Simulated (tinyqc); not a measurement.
From results to parameters: two-site tight-binding chain. Computed by the program tinyqc.

Problem. A two-site chain has site energies +delta (A) and -delta (B) and hoppings t1 > t2 > 0, so E = +/- sqrt(delta^2 + |t1 + t2 exp(-ika)|^2). Find delta, t1 and t2.

upper band at k = 0 = 2.722646 eV
upper band at the zone edge = 0.520000 eV
weight of the upper band on site A at the zone edge = 0.961538

Solution. The weight on A is (1 + delta/E)/2, which gives delta; then t1 + t2 = sqrt(E(0)^2 - delta^2) and t1 - t2 = sqrt(E(edge)^2 - delta^2).

delta, t1, t2 (eV): 0.4800  1.4400  1.2400
